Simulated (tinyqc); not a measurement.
Strain, valley repopulation and piezoresistance in a many-valley conduction band. Inputs raised by 10 %, one at a time. Computed by tinyqc, a small Python program. Command: `OMP_NUM_THREADS=1 python tinyqc.py 3031767 3031768 out.jsonl valleys sens`. One thread of a shared host (Intel(R) Xeon(R) Processor @ 2.30GHz), about 0.05 s of CPU time with the checks.

Valleys are ellipsoids with mass m_l along the axis a and m_t across it, parabolic, with one constant relaxation time; strain shifts the valleys and leaves the masses alone. Currents are taken along [110], along the load, and along [1-10], across the load.

Inputs (values chosen for the exercise, modelled on germanium):
```
quantity                               value    unit
longitudinal mass m_l                    1.6     m_0
transverse mass m_t                   0.0824     m_0
shear deformation potential Xi_u        16.8      eV
dilation deformation potential Xi_d     -4.4      eV
C11                                      128     GPa
C12                                     47.9     GPa
C44                                     66.6     GPa
stress X (tension positive)            -1300     MPa
electron density n                   1.2e+16  1/cm^3
relaxation time tau                       64      fs
temperature T                             77       K
```

Valley axes: <111> (4 valleys). Load: uniaxial [110].

Constants: k_B = 8.617333262e-05 eV/K; m_0 = 9.1093837015e-31 kg; k_B = 1.380649e-23 J/K; hbar = 1.054571817e-34 J s; e = 1.602176634e-19 C.

Method:
- Compliances S11 = (C11 + C12)/((C11 - C12)(C11 + 2 C12)), S12 = -C12/((C11 - C12)(C11 + 2 C12)), S44 = 1/C44; stress sigma_ij = X n_i n_j for the unit vector n of the load; e_xx = S11 sigma_xx + S12 (sigma_yy + sigma_zz), e_xy = S44 sigma_xy/2 (tensor strain).
- Herring-Vogt shift of a valley with unit axis a: dE = Xi_d tr(e) + Xi_u a.e.a.
- Each of the 4 valleys holds n_v = N_v (2/sqrt(pi)) F_1/2((E_F - dE_v)/(k_B T)), N_v = 2 (m_d k_B T/(2 pi hbar^2))^(3/2), m_d = (m_l m_t^2)^(1/3); E_F solves sum n_v = n and is counted from the unstrained edge.
- F_j(eta) = int_0^infinity x^j/(1 + exp(x - eta)) dx, without a gamma-function factor. It is evaluated after integrating by parts.
- Integrals over x = E/(k_B T) use 160 Gauss-Legendre points in u = sqrt(x) from 0 to sqrt(max(eta, 0) + 32).
- Mobility tensor mu = e tau sum_v (n_v/n) [1/m_t + (1/m_l - 1/m_t) a a^T]; unstrained mu_0 = e tau (1/m_l + 2/m_t)/3; resistivity along d from the inverse tensor, rho_d = d.mu^-1.d/(n e), mobility along d = 1/(d.mu^-1.d); gauge pi_d = (rho_d/rho_0 - 1)/X.
- With eta_0 the reduced Fermi level without strain, r = F_-1/2(eta_0)/(2 F_1/2(eta_0)) (1 for a classical gas) and c = r (Xi_u/k_B T) (m_l - m_t)/(2 m_l + m_t): pi44 = -c S44/3, pi11 = pi12 = 0.

Runs; columns: (1) input moved; (2) from; (3) to; (4) mobility along the first direction (cm^2/(V s)); (5) mobility along the second direction (cm^2/(V s)); (6) splitting (highest minus lowest) (meV); (7) degeneracy factor r:
```
(1)                                        (2)       (3)     (4)     (5)     (6)      (7)
base run                                     -         -  502.26  1366.1  109.31  0.99689
longitudinal mass m_l (m_0)                1.6      1.76  498.00  1366.1  109.31  0.99704
transverse mass m_t (m_0)               0.0824   0.09064  460.86  1241.9  109.31  0.99717
shear deformation potential Xi_u (eV)     16.8     18.48  502.26  1366.1  120.24  0.99689
C11 (GPa)                                  128     140.8  502.26  1366.1  109.31  0.99689
electron density n (1/cm^3)            1.2e+16  1.32e+16  502.26  1366.1  109.31  0.99658
temperature T (K)                           77      84.7  502.26  1366.1  109.31  0.99730
relaxation time tau (fs)                    64      70.4  552.49  1502.7  109.31  0.99689
```

Exponents ln(y'/y) / ln(x'/x); columns: (1) input; (2) mobility along the first direction; (3) mobility along the second direction; (4) splitting (highest minus lowest); (5) degeneracy factor r:
```
(1)                                  (2)  (3)  (4)     (5)
longitudinal mass m_l             -0.089    0    0   0.002
transverse mass m_t               -0.902   -1    0   0.003
shear deformation potential Xi_u   0.000    0    1   0.000
C11                                0.000    0    0   0.000
electron density n                 0.000    0    0  -0.003
temperature T                      0.000    0    0   0.004
relaxation time tau                1.000    1    0   0.000
```

To which inputs is each result most sensitive?

Among the inputs moved here: mobility along the first direction answers most in size to relaxation time tau (exponent +1.000), next to transverse mass m_t (-0.902); its exponent is below 0.0005 for shear deformation potential Xi_u, C11, electron density n, temperature T. Its exponent +1.000 in relaxation time tau: mu = e tau/m. Mobility along the second direction answers most in size to transverse mass m_t (exponent -1.000), and about equally to relaxation time tau (+1.000); its exponent is below 0.0005 for longitudinal mass m_l, shear deformation potential Xi_u, C11, electron density n, temperature T. splitting (highest minus lowest) answers most in size to shear deformation potential Xi_u (exponent +1.000); its exponent is below 0.0005 for longitudinal mass m_l, transverse mass m_t, C11, electron density n, temperature T, relaxation time tau. Degeneracy factor r hardly depends on these (all exponents below 0.005).

Extremes, crossings and ranges named in words are read from the listed rows.
